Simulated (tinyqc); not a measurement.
Strain along [001]: shallow donor in effective-mass theory, with valley-orbit splitting.

Basis: the 1s envelopes of the valleys +x, -x, +y, -y, +z, -z. Diagonal E0 - D0, element -D2 between opposite valleys and -D1 between perpendicular ones. Strain along [001] adds 2 Ds/3 to the z valleys and -Ds/3 to the others.

Values chosen for the exercise (near those of a group-V donor in Si; shifted at random, so the results belong to these values and not to a real crystal): E0 = -31 meV (single-valley level); D0 = 4.44 meV (central-cell shift); D1 = 3.87 meV (coupling of perpendicular valleys); D2 = 3.11 meV (coupling of opposite valleys).

Ground level, gap to the next level, weight in the z valleys and contact density (sum of amplitudes)^2/6.

Results:

| Ds (meV) | ground (meV) | gap (meV) | z weight | contact density | ground less band edge (meV) |
|---|---|---|---|---|---|
| -120 | -119.61 | 7.28 | 0.991 | 0.427 | -39.61 |
| -15 | -56.45 | 14.12 | 0.657 | 0.895 | -46.45 |
| -5 | -54.28 | 18.62 | 0.438 | 0.988 | -50.95 |
| 0 | -54.03 | 21.70 | 0.333 | 1.000 | -54.03 |
| 5 | -54.25 | 20.25 | 0.249 | 0.991 | -52.58 |
| 15 | -55.70 | 18.37 | 0.140 | 0.947 | -50.70 |
| 40 | -62.01 | 16.35 | 0.046 | 0.848 | -48.68 |
| 120 | -87.22 | 14.89 | 0.007 | 0.744 | -47.22 |

Give the missing row, Ds (meV) = -40.

Computed row:
```
Ds (meV)  ground (meV)  gap (meV)  z weight  contact density  ground less band edge (meV)
-40             -68.58       9.58     0.914            0.627                       -41.91
```

The scale is the A1-E splitting 6 D1 = 23.2 meV. The contact density is largest without strain and falls to 0.427 and 0.744 at the ends, towards 1/3 (two valleys) and 2/3 (four valleys). The binding below the lowest band edge drops from 54.0 meV to 39.6 meV when the two z valleys are lowest and to 47.2 meV when the four others are, since fewer valleys share the coupling.

Computed by tinyqc, a small Python program: `OMP_NUM_THREADS=1 python tinyqc.py 1251978 1251979 out.jsonl` (the numbers bound the seed that draws the inputs); one thread of a shared host (Intel(R) Xeon(R) Processor @ 2.30GHz), about 0.01 s for the whole set of steps.
